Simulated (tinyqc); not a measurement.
Scan in temperature at fixed frequency: admittance spectroscopy and thermally stimulated current of one trap level in a depletion layer. Computed by tinyqc, a small Python program. Command: `OMP_NUM_THREADS=1 python tinyqc.py 3113530 3113531 out.jsonl admit walk`. One thread of a shared host (Intel(R) Xeon(R) Processor @ 2.30GHz), about 0.01 s of CPU time with the checks.

A Schottky junction on n-type material holds one donor-like electron trap; shallow donors are fully ionised and abrupt depletion edges are assumed.

Inputs (values chosen for the exercise, modelled on n-type beta-Ga2O3):

| quantity | value | unit |
|---|---|---|
| dielectric constant eps | 10.3 | - |
| density-of-states mass m | 0.273 | m_0 |
| shallow doping N | 6.4e+16 | 1/cm^3 |
| trap density N_t | 6e+15 | 1/cm^3 |
| trap depth E_t below the band | 0.207 | eV |
| capture cross section sigma | 2.2e-16 | cm^2 |
| band bending V_b | 2.3 | V |
| test frequency f | 5000 | Hz |

Constants: k_B = 1.380649e-23 J/K; m_0 = 9.1093837015e-31 kg; h = 6.62607015e-34 J s; k_B = 8.617333262e-05 eV/K; eps_0 = 8.8541878128e-12 F/m; e = 1.602176634e-19 C.

Method:
- N_c = 2 (2 pi m k_B T/h^2)^(3/2), v_th = sqrt(3 k_B T/m), emission rate e_n = sigma v_th N_c exp(-E_t/(k_B T)).
- Where the level crosses the Fermi level capture equals emission, so the trap follows the signal with the rate 2 e_n; G/omega peaks at omega = 2 e_n (the correction for large N_t/N is left out).
- Solve 2 e_n(T_p) = 2 pi f.
- With E_c - E_F = k_B T_p ln(N_c/N): lambda = sqrt(2 eps eps_0 (E_t - (E_c - E_F))/(e^2 N)); traps are empty and charged for x < x_t = w - lambda, and V_b = e (N w^2 + N_t x_t^2)/(2 eps eps_0). High frequency: C_hf = eps eps_0/w. Low frequency: C_lf = eps eps_0 (N + N_t)/(N w + N_t x_t).
- With x = omega/(2 e_n): C = C_hf + (C_lf - C_hf)/(1 + x^2), G/omega = (C_lf - C_hf) x/(1 + x^2); C_hf and C_lf are held at their values at T_p.

peak temperature T_p = 185.272 K

C_hf = 46.2140 nF/cm^2

C_lf = 47.2901 nF/cm^2

Admittance:

| T (K) | omega/(2 e_n) | C (nF/cm^2) | G/omega (nF/cm^2) |
|---|---|---|---|
| 163.0 | 7.5966 | 46.232 | 0.13924 |
| 170.5 | 3.6309 | 46.290 | 0.27548 |
| 176.0 | 2.1940 | 46.399 | 0.40611 |
| 181.6 | 1.3528 | 46.594 | 0.51438 |
| 185.3 | 0.9977 | 46.753 | 0.53805 |
| 189.0 | 0.7441 | 46.907 | 0.51537 |
| 194.5 | 0.4905 | 47.081 | 0.42545 |
| 201.9 | 0.2895 | 47.207 | 0.28741 |
| 211.2 | 0.1567 | 47.264 | 0.16454 |

The peak of G/omega is half the step, 0.538 nF/cm^2. Its full width is near 2 ln(2 + sqrt3) k_B T_p^2/(E_t + 2 k_B T_p) = 32.6 K.

Extremes, crossings and ranges named in words are read from the listed rows.
